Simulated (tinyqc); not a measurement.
Worked calculation: RHF in the 3-21g basis, for HeH+, spin multiplicity 1. Computed by tinyqc, a small Python program that keeps every step (integrals from PySCF). Settings: charge = 1, multiplicity = 1, basis = 3-21g, energy threshold = 1e-08, iteration cap = 53, orthogonalisation = canonical, start = core, DIIS depth = 0, shift = 0.2, method = RHF. Command: `OMP_NUM_THREADS=1 python tinyqc.py 23034 23035 out.jsonl` (the two numbers bound the seeds that draw the settings). One thread of a shared host (Intel(R) Xeon(R) Processor @ 2.60GHz), about 0.05 s of CPU time with the checks. Later iterations appear only in the table of the cycle.

## One-electron integrals

Geometry (angstrom):
```
atom       x       y       z
He    0.0000  0.0000  0.0000
H     0.0000  0.0000  1.0970
```

Basis 3-21g: exponents (1/bohr^2) and contraction coefficients of normalised primitives:
```
element  l (shell)  exponent  coefficient
He           s (1)   13.6267       0.1752
He           s (1)    1.9993       0.8935
He           s (2)    0.3830       1.0000
H            s (1)    5.4472       0.1563
H            s (1)    0.8245       0.9047
H            s (2)    0.1832       1.0000
```

Overlap, kinetic and nuclear-attraction integrals over the contracted functions; the nuclear repulsion is the sum of Za Zb / Rab.

nuclear repulsion = 0.964772 hartree

overlap S, order 1He 1s, 1He 2s, 2H 1s, 2H 2s:
$$\begin{pmatrix}
1.0000 & 0.5952 & 0.0590 & 0.1882 \\
0.5952 & 1.0000 & 0.2757 & 0.5314 \\
0.0590 & 0.2757 & 1.0000 & 0.6459 \\
0.1882 & 0.5314 & 0.6459 & 1.0000
\end{pmatrix}$$

kinetic energy T (hartree), order 1He 1s, 1He 2s, 2H 1s, 2H 2s:
$$\begin{pmatrix}
3.9161 & 0.5789 & -0.0753 & 0.0492 \\
0.5789 & 0.5745 & 0.0516 & 0.1274 \\
-0.0753 & 0.0516 & 1.5494 & 0.2932 \\
0.0492 & 0.1274 & 0.2932 & 0.2748
\end{pmatrix}$$

nuclear attraction V (hartree), order 1He 1s, 1He 2s, 2H 1s, 2H 2s:
$$\begin{pmatrix}
-5.9721 & -2.5224 & -0.2148 & -0.7577 \\
-2.5224 & -2.4525 & -0.6839 & -1.1588 \\
-0.2148 & -0.6839 & -2.6856 & -1.4039 \\
-0.7577 & -1.1588 & -1.4039 & -1.5745
\end{pmatrix}$$

core Hamiltonian H = T + V (hartree), order 1He 1s, 1He 2s, 2H 1s, 2H 2s:
$$\begin{pmatrix}
-2.0560 & -1.9435 & -0.2901 & -0.7085 \\
-1.9435 & -1.8781 & -0.6323 & -1.0314 \\
-0.2901 & -0.6323 & -1.1362 & -1.1107 \\
-0.7085 & -1.0314 & -1.1107 & -1.2997
\end{pmatrix}$$

## Two-electron integrals

Functions are numbered as in S; the eight-fold symmetry (ij|kl) = (ji|kl) = (kl|ij) leaves the list below.

Two-electron integrals (ij|kl) in chemists' order, unique and non-zero (hartree):
```
(11|11) 1.8033   (21|11) 0.8765   (21|21) 0.4521   (22|11) 0.9170
(22|21) 0.5147   (22|22) 0.6983   (31|11) 0.0744   (31|21) 0.0398
(31|22) 0.0483   (31|31) 0.0047   (32|11) 0.1833   (32|21) 0.1067
(32|22) 0.1606   (32|31) 0.0141   (32|32) 0.0678   (33|11) 0.4819
(33|21) 0.2863   (33|22) 0.4676   (33|31) 0.0389   (33|32) 0.2488
(33|33) 1.1401   (41|11) 0.2645   (41|21) 0.1379   (41|22) 0.1600
(41|31) 0.0132   (41|32) 0.0364   (41|33) 0.0981   (41|41) 0.0430
(42|11) 0.3963   (42|21) 0.2268   (42|22) 0.3261   (42|31) 0.0243
(42|32) 0.0957   (42|33) 0.3071   (42|41) 0.0732   (42|42) 0.1695
(43|11) 0.3093   (43|21) 0.1831   (43|22) 0.2956   (43|31) 0.0241
(43|32) 0.1421   (43|33) 0.6114   (43|41) 0.0623   (43|42) 0.1888
(43|43) 0.3452   (44|11) 0.4402   (44|21) 0.2591   (44|22) 0.4127
(44|31) 0.0306   (44|32) 0.1595   (44|33) 0.6264   (44|41) 0.0859
(44|42) 0.2465   (44|43) 0.3803   (44|44) 0.4830
```

## Orthogonalisation

S = U s U^T; canonical form X = U s^(-1/2), so that X^T S X = 1. Each column of U has its largest component positive (the first on a tie).

eigenvalues of S: [0.2490, 0.4084, 1.1603, 2.1823]

X, order 1He 1s, 1He 2s, 2H 1s, 2H 2s:
$$\begin{pmatrix}
0.6591 & 0.8484 & 0.6172 & 0.2673 \\
-1.1679 & -0.7468 & 0.3203 & 0.3791 \\
-0.7362 & 0.9073 & -0.5235 & 0.3108 \\
1.2944 & -0.5898 & -0.3230 & 0.3827
\end{pmatrix}$$

## Starting guess

The start is the orbitals of the core Hamiltonian; D = 2 C_occ C_occ^T.

D at the start, order 1He 1s, 1He 2s, 2H 1s, 2H 2s:
$$\begin{pmatrix}
0.7413 & 0.6130 & 0.0655 & -0.0159 \\
0.6130 & 0.5069 & 0.0542 & -0.0131 \\
0.0655 & 0.0542 & 0.0058 & -0.0014 \\
-0.0159 & -0.0131 & -0.0014 & 0.0003
\end{pmatrix}$$

## Iteration 1: building the Fock matrix

J_ij = sum D_kl (ij|kl), K_ij = sum D_kl (ik|jl); F = H + J - 0.5 K; E = tr D H + tr D J / 2 - 0.25 tr D K + E_nn.

Coulomb J (hartree), order 1He 1s, 1He 2s, 2H 1s, 2H 2s:
$$\begin{pmatrix}
2.8891 & 1.4726 & 0.1297 & 0.4491 \\
1.4726 & 1.6769 & 0.3548 & 0.7452 \\
0.1297 & 0.3548 & 0.9712 & 0.6180 \\
0.4491 & 0.7452 & 0.6180 & 0.8681
\end{pmatrix}$$

exchange K (hartree), order 1He 1s, 1He 2s, 2H 1s, 2H 2s:
$$\begin{pmatrix}
2.6426 & 1.7594 & 0.2863 & 0.6588 \\
1.7594 & 1.3360 & 0.2472 & 0.5278 \\
0.2863 & 0.2472 & 0.0877 & 0.1240 \\
0.6588 & 0.5278 & 0.1240 & 0.2281
\end{pmatrix}$$

Fock matrix F (hartree), order 1He 1s, 1He 2s, 2H 1s, 2H 2s:
$$\begin{pmatrix}
-0.4881 & -1.3506 & -0.3035 & -0.5889 \\
-1.3506 & -0.8691 & -0.4011 & -0.5500 \\
-0.3035 & -0.4011 & -0.2087 & -0.5547 \\
-0.5889 & -0.5500 & -0.5547 & -0.5456
\end{pmatrix}$$

total energy of this density = -2.749231 hartree

## Iteration 1: diagonalisation and new density

A level shift of 0.2 hartree raises the virtual space: F + shift (S - S D(s) S), with D(s) the density of one spin (D/2). Diagonalise F' = X^T F X, C = X C', fill 1 alpha and 1 beta electrons from the bottom; D = 2 C_occ C_occ^T. Each column has its largest component positive (the first on a tie).

F' = X^T F X (hartree):
$$\begin{pmatrix}
1.1741 & 0.5842 & 0.5252 & -0.0180 \\
0.5842 & 1.4872 & 0.2231 & -0.0856 \\
0.5252 & 0.2231 & -0.3024 & -0.5086 \\
-0.0180 & -0.0856 & -0.5086 & -1.0176
\end{pmatrix}$$

orbital energies (hartree): MO1 -1.3042, MO2 -0.1979, MO3 0.7887, MO4 2.0547

coefficients C, order 1He 1s, 1He 2s, 2H 1s, 2H 2s:
$$\begin{pmatrix}
0.4753 & -0.1449 & -0.0271 & -1.1658 \\
0.5952 & -0.4503 & 0.2719 & 1.2397 \\
0.0934 & 0.3779 & 1.2564 & -0.0763 \\
0.0395 & 0.8327 & -1.2254 & -0.2783
\end{pmatrix}$$

D after iteration 1, order 1He 1s, 1He 2s, 2H 1s, 2H 2s:
$$\begin{pmatrix}
0.4518 & 0.5658 & 0.0887 & 0.0376 \\
0.5658 & 0.7086 & 0.1112 & 0.0471 \\
0.0887 & 0.1112 & 0.0174 & 0.0074 \\
0.0376 & 0.0471 & 0.0074 & 0.0031
\end{pmatrix}$$

## Iteration 2: building the Fock matrix

As before.

Coulomb J (hartree), order 1He 1s, 1He 2s, 2H 1s, 2H 2s:
$$\begin{pmatrix}
2.5818 & 1.3433 & 0.1213 & 0.4124 \\
1.3433 & 1.5924 & 0.3536 & 0.7227 \\
0.1213 & 0.3536 & 1.0024 & 0.6317 \\
0.4124 & 0.7227 & 0.6317 & 0.8732
\end{pmatrix}$$

exchange K (hartree), order 1He 1s, 1He 2s, 2H 1s, 2H 2s:
$$\begin{pmatrix}
2.1822 & 1.6116 & 0.3363 & 0.6693 \\
1.6116 & 1.3870 & 0.3402 & 0.6209 \\
0.3363 & 0.3402 & 0.1735 & 0.2077 \\
0.6693 & 0.6209 & 0.2077 & 0.3182
\end{pmatrix}$$

Fock matrix F (hartree), order 1He 1s, 1He 2s, 2H 1s, 2H 2s:
$$\begin{pmatrix}
-0.5652 & -1.4060 & -0.3369 & -0.6307 \\
-1.4060 & -0.9792 & -0.4487 & -0.6192 \\
-0.3369 & -0.4487 & -0.2205 & -0.5829 \\
-0.6307 & -0.6192 & -0.5829 & -0.5856
\end{pmatrix}$$

total energy of this density = -2.865914 hartree

## Iteration 2: diagonalisation and new density

As before.

F' = X^T F X (hartree):
$$\begin{pmatrix}
1.1427 & 0.5343 & 0.5199 & 0.0099 \\
0.5343 & 1.4425 & 0.2126 & -0.0603 \\
0.5199 & 0.2126 & -0.2904 & -0.5304 \\
0.0099 & -0.0603 & -0.5304 & -1.1322
\end{pmatrix}$$

orbital energies (hartree): MO1 -1.4114, MO2 -0.1910, MO3 0.8023, MO4 1.9627

coefficients C, order 1He 1s, 1He 2s, 2H 1s, 2H 2s:
$$\begin{pmatrix}
0.4583 & -0.1614 & -0.0278 & -1.1704 \\
0.5946 & -0.4668 & 0.2693 & 1.2345 \\
0.1066 & 0.3723 & 1.2570 & -0.0775 \\
0.0598 & 0.8331 & -1.2238 & -0.2809
\end{pmatrix}$$

D after iteration 2, order 1He 1s, 1He 2s, 2H 1s, 2H 2s:
$$\begin{pmatrix}
0.4201 & 0.5450 & 0.0977 & 0.0548 \\
0.5450 & 0.7072 & 0.1267 & 0.0711 \\
0.0977 & 0.1267 & 0.0227 & 0.0127 \\
0.0548 & 0.0711 & 0.0127 & 0.0071
\end{pmatrix}$$

## Iteration 3: building the Fock matrix

As before.

Coulomb J (hartree), order 1He 1s, 1He 2s, 2H 1s, 2H 2s:
$$\begin{pmatrix}
2.5297 & 1.3202 & 0.1199 & 0.4059 \\
1.3202 & 1.5752 & 0.3549 & 0.7189 \\
0.1199 & 0.3549 & 1.0162 & 0.6384 \\
0.4059 & 0.7189 & 0.6384 & 0.8775
\end{pmatrix}$$

exchange K (hartree), order 1He 1s, 1He 2s, 2H 1s, 2H 2s:
$$\begin{pmatrix}
2.1066 & 1.5782 & 0.3501 & 0.6728 \\
1.5782 & 1.3827 & 0.3639 & 0.6394 \\
0.3501 & 0.3639 & 0.2027 & 0.2339 \\
0.6728 & 0.6394 & 0.2339 & 0.3432
\end{pmatrix}$$

Fock matrix F (hartree), order 1He 1s, 1He 2s, 2H 1s, 2H 2s:
$$\begin{pmatrix}
-0.5795 & -1.4124 & -0.3452 & -0.6390 \\
-1.4124 & -0.9942 & -0.4594 & -0.6321 \\
-0.3452 & -0.4594 & -0.2213 & -0.5893 \\
-0.6390 & -0.6321 & -0.5893 & -0.5938
\end{pmatrix}$$

total energy of this density = -2.869770 hartree

## Iteration 3: diagonalisation and new density

As before.

F' = X^T F X (hartree):
$$\begin{pmatrix}
1.1390 & 0.5225 & 0.5157 & 0.0111 \\
0.5225 & 1.4339 & 0.2056 & -0.0586 \\
0.5157 & 0.2056 & -0.2830 & -0.5307 \\
0.0111 & -0.0586 & -0.5307 & -1.1542
\end{pmatrix}$$

orbital energies (hartree): MO1 -1.4272, MO2 -0.1881, MO3 0.8089, MO4 1.9421

coefficients C, order 1He 1s, 1He 2s, 2H 1s, 2H 2s:
$$\begin{pmatrix}
0.4563 & -0.1672 & -0.0280 & -1.1703 \\
0.5905 & -0.4717 & 0.2679 & 1.2349 \\
0.1111 & 0.3693 & 1.2574 & -0.0776 \\
0.0671 & 0.8338 & -1.2226 & -0.2822
\end{pmatrix}$$

D after iteration 3, order 1He 1s, 1He 2s, 2H 1s, 2H 2s:
$$\begin{pmatrix}
0.4164 & 0.5389 & 0.1014 & 0.0613 \\
0.5389 & 0.6974 & 0.1312 & 0.0793 \\
0.1014 & 0.1312 & 0.0247 & 0.0149 \\
0.0613 & 0.0793 & 0.0149 & 0.0090
\end{pmatrix}$$

## Iteration 10 (converged): orbitals

converged F (hartree), order 1He 1s, 1He 2s, 2H 1s, 2H 2s:
$$\begin{pmatrix}
-0.5847 & -1.4138 & -0.3493 & -0.6426 \\
-1.4138 & -0.9976 & -0.4639 & -0.6368 \\
-0.3493 & -0.4639 & -0.2210 & -0.5919 \\
-0.6426 & -0.6368 & -0.5919 & -0.5969
\end{pmatrix}$$

Diagonalise F' = X^T F X, C = X C', fill 1 alpha and 1 beta electrons from the bottom; D = 2 C_occ C_occ^T. Each column has its largest component positive (the first on a tie).

F' = X^T F X (hartree):
$$\begin{pmatrix}
0.9406 & 0.5178 & 0.5049 & -0.0069 \\
0.5178 & 1.2313 & 0.2019 & -0.0590 \\
0.5049 & 0.2019 & -0.4378 & -0.4502 \\
-0.0069 & -0.0590 & -0.4502 & -1.2048
\end{pmatrix}$$

orbital energies (hartree): MO1 -1.4319, MO2 -0.3861, MO3 0.6128, MO4 1.7346

coefficients C, order 1He 1s, 1He 2s, 2H 1s, 2H 2s:
$$\begin{pmatrix}
0.4561 & -0.1701 & -0.0281 & -1.1700 \\
0.5874 & -0.4745 & 0.2670 & 1.2356 \\
0.1136 & 0.3676 & 1.2577 & -0.0775 \\
0.0712 & 0.8344 & -1.2218 & -0.2828
\end{pmatrix}$$

D after iteration 10, order 1He 1s, 1He 2s, 2H 1s, 2H 2s:
$$\begin{pmatrix}
0.4161 & 0.5358 & 0.1037 & 0.0650 \\
0.5358 & 0.6900 & 0.1335 & 0.0836 \\
0.1037 & 0.1335 & 0.0258 & 0.0162 \\
0.0650 & 0.0836 & 0.0162 & 0.0101
\end{pmatrix}$$

## Convergence

Stop when the energy changes by less than 1e-08 hartree and every element of the error matrix X^T (F D S - S D F) X is below 3e-05.

Course of the cycle:
```
iteration  E (hartree)     change  largest element of the error matrix
1            -2.749231          -                             4.18e-01
2            -2.865914  -1.17e-01                             8.84e-02
3            -2.869770  -3.86e-03                             2.44e-02
4            -2.870102  -3.33e-04                             7.77e-03
5            -2.870143  -4.08e-05                             2.66e-03
6            -2.870148  -5.23e-06                             9.37e-04
7            -2.870149  -6.73e-07                             3.34e-04
8            -2.870149  -8.63e-08                             1.19e-04
9            -2.870149  -1.11e-08                             4.27e-05
10           -2.870149  -1.42e-09                             1.53e-05
```

PySCF RHF in the same basis = -2.870149 hartree

Converged in 10 iterations.

## Populations, bond orders and dipole

Mulliken: Z minus the diagonal of D S on the atom; Loewdin: the same with S^(1/2) D S^(1/2); Mayer order: 2 sum_s sum (D(s) S)_ij (D(s) S)_ji over the two atoms.

Charges (e):
```
atom  Mulliken  Loewdin
1He     0.1565   0.2346
2H      0.8435   0.7654
```

Mayer bond orders:
```
pair   order
2-1   0.2884
```

dipole moment about the origin, x y z (debye): [0.0000, 0.0000, 4.5201]
